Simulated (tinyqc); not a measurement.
Changing the coupling N(0)V: BCS gap equation with a constant attraction inside the Debye window. Computed by tinyqc, a small Python program. Command: `OMP_NUM_THREADS=1 python tinyqc.py 3006034 3006035 out.jsonl bcs sweep`. One thread of a shared host (Intel(R) Xeon(R) Processor @ 2.30GHz), about 0.01 s of CPU time with the checks.

Pairs attract with strength V for |xi| < k_B Theta; N(0) is the density of states for one spin. Energies are given as temperatures (E/k_B, in K) unless marked.

Inputs (values chosen for the exercise, modelled on titanium nitride): Debye temperature Theta = 551 K; Fermi velocity v_F = 650000 m/s; electron density n = 5.3 1e28/m^3; mean free path l = 11 nm.

Solver: secant.

Constants: k_B = 8.617333262e-05 eV/K; hbar = 1.054571817e-34 J s; k_B = 1.380649e-23 J/K; m_0 = 9.1093837015e-31 kg; eps_0 = 8.8541878128e-12 F/m; c = 299792458 m/s; e = 1.602176634e-19 C.

Method:
- At T = 0 the gap equation 1/(N(0)V) = int_0^Theta d xi/sqrt(xi^2 + Delta^2) has the integral arcsinh(Theta/Delta), so Delta_0 = Theta/sinh(1/(N(0)V)); weak coupling gives 2 Theta exp(-1/(N(0)V)).
- Gap equation: 1/(N(0)V) = I(Delta, T) = int_0^Theta tanh(E/2T)/E d xi, E = sqrt(xi^2 + Delta^2); 64 Gauss-Legendre points in y with xi = max(Delta, T) sinh(y).
- T_c solves I(0, T_c) = 1/(N(0)V); the weak-coupling form is T_c = (2 e^C/pi) Theta exp(-1/(N(0)V)) with Euler's C = 0.5772157, and 2 Delta_0/T_c then tends to 2 pi e^-C = 3.528.
- xi_0 = hbar v_F/(pi Delta_0); lambda_L = sqrt(m_0 eps_0 c^2/(n e^2)); N(0) = 3 n/(2 m_0 v_F^2) for one spin; condensation energy N(0) Delta_0^2/2 = B_c^2/(2 mu_0), mu_0 = 1/(eps_0 c^2); with scattering lambda = lambda_L sqrt(1 + xi_0/l) in the local limit (where xi_0 and l both exceed lambda, nonlocal response makes the true depth larger); Ginzburg-Landau kappa = 0.96 lambda_L/xi_0 + 0.72 lambda_L/l. Free-electron mass throughout; heavier carriers, as in niobium or vanadium, give a larger lambda_L and kappa and can make the metal type II.

One run for each value:
```
coupling N(0)V  T_c (K)  2 Delta_0/T_c  weak-coupling T_c (K)  Delta_0 (K)  coherence length xi_0 (nm)
0.21                5.3          3.528                    5.3          9.4                       167.7
0.28               17.6          3.531                   17.6         31.0                        51.0
0.35               35.9          3.539                   35.9         63.5                        24.9
0.43               61.1          3.562                   61.1        108.7                        14.5
0.50               84.6          3.592                   84.6        151.9                        10.4
0.58              111.7          3.635                  111.4        203.0                         7.8
0.65              135.1          3.673                  134.1        248.0                         6.4
0.73              161.2          3.715                  158.8        299.4                         5.3
0.80              183.6          3.747                  179.0        344.0                         4.6
```

Over the rows, T_c (K) rises from 5.34 to 184 (exponent d ln y / d ln x 4.1 between the first rows and 1.4 between the last); 2 Delta_0/T_c rises from 3.53 to 3.75 (exponent d ln y / d ln x 0.0025 between the first rows and 0.095 between the last); weak-coupling T_c (K) rises from 5.34 to 179 (exponent d ln y / d ln x 4.1 between the first rows and 1.3 between the last). The exponent of T_c is about 1/(N(0)V), large at weak coupling; the weak-coupling formula misses by 2.5 % in the last row.

Caution (rows 0.430, 0.500, 0.580, 0.650, 0.730, 0.800): at this coupling retardation and damping of the phonon exchange (Eliashberg theory) matter.
